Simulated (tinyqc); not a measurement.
Thermionic-field emission through a Schottky barrier, WKB: two steps of the calculation.

Metal on an n-type semiconductor with one parabolic valley; V > 0 is forward bias (metal positive). Energies E are counted from the conduction edge of the neutral semiconductor, whose Fermi level lies at -xi; that of the metal lies at -xi - V. The barrier is a parabola of height Vd = phi - xi - V (depletion approximation, no image force).

Inputs (values chosen for the exercise); band and dielectric values close to those of 4H silicon carbide: temperature T = 300 K; electron mass me = 0.365 m0; relative permittivity eps_r = 9.71; barrier height seen from the metal phi = 1.29 eV; donor density Nd = 1.9e18 cm^-3; bias V = 0.42 V; points of the energy grid nE = 11; upper end of the energy grid Eb = 1 eV.

Constants: q = 1.602176634e-19 C, kB = 1.380649e-23 J/K, hbar = 1.054571817e-34 J s, h = 6.62607015e-34 J s, m0 = 9.1093837015e-31 kg, Vt = kB T/q, eps0 = 8.8541878128e-14 F/cm where lengths are in cm. Results are converted to the units shown.

Question 1. Fermi level, barrier and E00. Nc = 2 (2 pi me m0 kB T/h^2)^1.5 (times 1e-6 for cm^-3); Nd = Nc F12(-xi/Vt), F12(x) = (2/sqrt(pi)) int_0^infinity sqrt(u)/(1 + exp(u - x)) du; E00 = (hbar/2) sqrt(Nd/(me m0 eps0 eps_r)) in SI units (volts). W = sqrt(2 eps0 eps_r Vd/(q Nd)).

Wanted: Nc; xi; Vd; W; E00; E00/Vt.

Answer 1.

Nc = 5.534e18 cm^-3
xi = 0.02451 eV
Vd = 0.8455 V
W = 21.85 nm
E00 = 13.59 meV
E00/Vt = 0.5258

By a common rule of thumb, E00/Vt below 0.5 marks thermionic emission, 0.5 to 5 thermionic-field emission and above 5 field emission. By that rule alone: thermionic-field emission; with a high barrier, tunnelling near its top can carry most of the current even below 0.5.

Question 2. Current density on a coarse grid. For E < Vd, ln T(E) = -(Vd/E00) [sqrt(1 - y) - y ln((1 + sqrt(1 - y))/sqrt(y))], y = E/Vd; T(E) = 1 above. J = A* T (q/kB) int_0^infinity T(E) N(E) dE, N = ln[(1 + exp((-xi - E)/Vt))/(1 + exp((-xi - V - E)/Vt))], A* = 4 pi q me m0 kB^2/h^3 (times 1e-4 for A/(cm^2 K^2)). Simpson's rule on nE equally spaced points from 0 to Eb.

xi = 0.024512258 eV
Vd = 0.84548774 V
E00 = 13.594025 meV

Find: E; T(E); N; T(E) N; J.

Answer 2.

```
point  E (eV)        T(E)           N      T(E) N
0      0.0000  9.7458e-28     0.32747  3.1914e-28
1      0.1000  1.4518e-20   0.0080637  1.1707e-22
2      0.2000  1.0389e-15   1.6917e-4  1.7576e-19
3      0.3000  8.3135e-12   3.5354e-6  2.9391e-17
4      0.4000   1.4103e-8   7.3877e-8  1.0419e-15
5      0.5000   6.6633e-6   1.5438e-9  1.0287e-14
6      0.6000   9.8781e-4  3.2259e-11  3.1866e-14
7      0.7000    0.046427  6.7411e-13  3.1297e-14
8      0.8000     0.59266  1.4087e-14  8.3486e-15
9      0.9000      1.0000  2.9436e-16  2.9436e-16
10     1.0000      1.0000  6.1511e-18  6.1511e-18
```

J = 1.2733e-6 A/cm^2

The integrand peaks at E = 0.600 eV among these points, 0.71 of the barrier height.

Range of the model: One isotropic valley is assumed; bands with several valleys have a larger Richardson constant and Nc. The depletion approximation, a parabolic band and the neglect of image-force lowering make these currents estimates at high doping.

Computed by the program tinyqc: `OMP_NUM_THREADS=1 python tinyqc.py 2640095 2640096 out.jsonl`, one thread of a shared Intel Xeon 2.30GHz, about 0.04 s for the whole run.
